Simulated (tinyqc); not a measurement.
Conductivity against temperature: Debye-Callaway model of lattice thermal conductivity. Computed by tinyqc, a small Python program. Command: `OMP_NUM_THREADS=1 python tinyqc.py 3014331 3014332 out.jsonl callaway walk`. One thread of a shared host (Intel(R) Xeon(R) Processor @ 2.30GHz), about 0.01 s of CPU time with the checks.

Three acoustic branches with one velocity v, cut at omega_D = k_B Theta/hbar; x = hbar omega/(k_B T). v and Theta are separate inputs: Theta cuts off the heat-carrying modes, so C need not reach 3 k_B/V. gamma is an effective value that sets the umklapp rate. Heat flows along the film.

Inputs (values chosen for the exercise, for a model crystal):
```
quantity,value,unit
sound velocity v,2120,m/s
Debye temperature Theta,203,K
volume per atom V,8.8,angstrom^3
mean atomic mass M,125,u
effective Grueneisen parameter gamma,1.08,-
umklapp exponent divisor b,3,-
alloy fraction f,0.41,-
mass difference Delta M,32,u
film thickness t,2.9,micrometre
specularity p,0.8,-
```

Sample: film. Point defects: alloy. Normal processes: left out.

Constants: k_B = 1.380649e-23 J/K; hbar = 1.054571817e-34 J s; u = 1.6605390666e-27 kg.

Method:
- For a random alloy on all sites Gamma = f (1 - f) (Delta M/M)^2, with M the mean mass; strain-field scattering is left out. A = V Gamma/(4 pi v^3).
- Rates: point defects A omega^4; umklapp B omega^2 T exp(-Theta/(b T)) with B = hbar gamma^2/(M v^2 Theta). Film: the bulk time tau of each mode, from the resistive rates above, is multiplied by the Fuchs-Sondheimer factor F = (3/2) int_0^1 (1 - u^2) [1 - (1 - p) (u/d) (1 - E)/(1 - p E)] du, with E = exp(-d/u), d = t/(v tau), by 48 Gauss-Legendre points in z with u = z^4; the boundary rate is defined as 1/(F tau) - 1/tau.
- kappa_1 = c int tau_C g dx, g = x^4 e^x/(e^x - 1)^2, c = (k_B/(2 pi^2 v)) (k_B T/hbar)^3, over 0 < x < min(Theta/T, 40), by 96 Gauss-Legendre points in s with x = x_max s^2; tau_C = tau_R, the inverse of the summed rates, and kappa = kappa_1.

Rayleigh coefficient A = 1.16515e-42 s^3

Kappa (W/(m K)):
```
T (K),all processes,without point defects
12,67.488,1354.3
20,85.621,1659.2
35,88.853,974.43
61,74.211,444.95
100,56.346,219.82
160,41.365,116.86
260,29.381,63.783
```

What follows from these numbers?

kappa peaks among these rows at 35 K (T/Theta = 0.172) with 88.9 W/(m K). The exponent d ln kappa/d ln T is 0.47 at the cold end and -0.70 at the hot end, flatter than 1/T since point defects or boundaries still cut part of the spectrum. Point defects cost most at 12 K, a factor 20.1.

Extremes, crossings and ranges named in words are read from the listed rows.
